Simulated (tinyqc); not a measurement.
# Trap density and cross-section from triangular pulses

Inverse problem. In charge pumping, for a flat interface trap density D0 and a symmetric triangular wave, Qcp = -2 q A D0 Vt ln[vth s ni (dV/Va)/(2 f)], with s the geometric mean cross-section. Find D0, the frequency f0 where the line meets zero, and s.

Values chosen for this exercise:
- T = 200 K (temperature)
- A = 1.2 um^2 (gate area)
- vth = 1.1e7 cm/s (thermal velocity at 200 K, one nominal value for electrons and holes)
- dV = 0.53 V (Vth - Vfb)
- Va = 3.4 V (pulse height)

Constants: q = 1.602176634e-19 C, kB = 1.380649e-23 J/K, Vt = kB T/q. Results are converted to the units shown.

Qcp at f = 50000 and 1e6 Hz (fC): 0.023647023  0.032580901
ni = 1.5807873e10 cm^-3

Solution. Qcp is linear in ln f: the slope gives D0 and the zero gives s = 2 f0 Va/(vth ni dV).

D0 = 4.50e10 cm^-2 eV^-1
f0 = 18.0 Hz
s = 1.33e-15 cm^2

Program tinyqc, `OMP_NUM_THREADS=1 python tinyqc.py 2030061 2030062 out.jsonl`; Intel Xeon 2.30GHz, shared host, one thread, about 0.01 s.
